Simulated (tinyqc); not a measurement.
# Worked calculation: threshold of a short bulk MOSFET: charge sharing, barrier lowering, narrow width

Computed by the program tinyqc: `OMP_NUM_THREADS=1 python tinyqc.py 2002081 2002082 out.jsonl`, one thread of a shared Intel Xeon 2.30GHz, about 0.01 s for the whole run. Printed values are rounded.

n-channel device on a p-type body, depletion approximation, full ionisation. Uniform doping N = Na. Vbi from Boltzmann statistics is rough for the degenerate source. Cox = eps0 eox/tox.

Parameters, values chosen for the exercise; band and dielectric values close to those of silicon: temperature T = 250 K; band gap Eg = 1.1 eV; relative permittivity eps_r = 11.9; conduction-band density of states at T Nc = 2.11e19 cm^-3; valence-band density of states at T Nv = 2.05e19 cm^-3; relative permittivity of the gate insulator (close to hafnium oxide) eox = 22.4; insulator thickness tox = 6 nm; channel doping Na = 8.1e17 cm^-3; source and drain doping Nsd = 1e20 cm^-3; flat-band voltage for the doping Na Vfb = -0.87 V; junction depth xj = 120 nm; body-source voltage Vbs = -0.5 V; drain-source voltage Vds = 1 V; gate width W = 420 nm; shape factor of the fringing depletion at the width edges xw = 0; channel length L = 110 nm.

Constants: q = 1.602176634e-19 C, kB = 1.380649e-23 J/K, Vt = kB T/q, eps0 = 8.8541878128e-14 F/cm where lengths are in cm. Results are converted to the units shown.

## Long-channel threshold and scales

ni = sqrt(Nc Nv) exp(-Eg/(2 Vt)), Eg in volts; 2 pB = 2 Vt ln(N/ni); flat band Vfb - Vt ln(N/Na); Wd = sqrt(2 eps0 eps_r (2 pB - Vbs)/(q N)); body term q N Wd/Cox; long-channel VT0 = flat band + 2 pB + body term; Vbi = Vt ln(N Nsd/ni^2); scale length l = sqrt((eps_r/eox) tox Wd).

N = 8.1e17 cm^-3
2 pB = 0.960159 V
flat band = -0.87 V
Wd = 48.6929 nm
body term = 0.191168 V
VT0 = 0.281327 V
Vbi = 1.06391 V
l = 12.4583 nm

## Short-channel and narrow-width shifts

Charge sharing (trapezoid; it ignores Vds): F = (xj/L)(sqrt(1 + 2 Wd/xj) - 1), lowering = body term times F. Barrier lowering: th = exp(-L/(2 l)) + 2 exp(-L/l), lowering = th [2 (Vbi - 2 pB) + Vds], DIBL = th. Narrow width: rise = body term times xw Wd/W. VT by each model = VT0 - lowering + rise.

F = 0.377386
lowering by charge sharing = 72.1442 mV
th = 0.0123904
lowering of the barrier = 14.9615 mV
DIBL = 12.3904 mV/V
narrow-width rise = 0 mV
VT, charge sharing = 0.209183 V
VT, barrier lowering = 0.266366 V

L is 8.83 scale lengths. The charge-sharing lowering is 4.82 times the barrier lowering; the first falls off as 1/L and the second exponentially. Both describe the same loss of gate control, so they are alternatives and are not added.
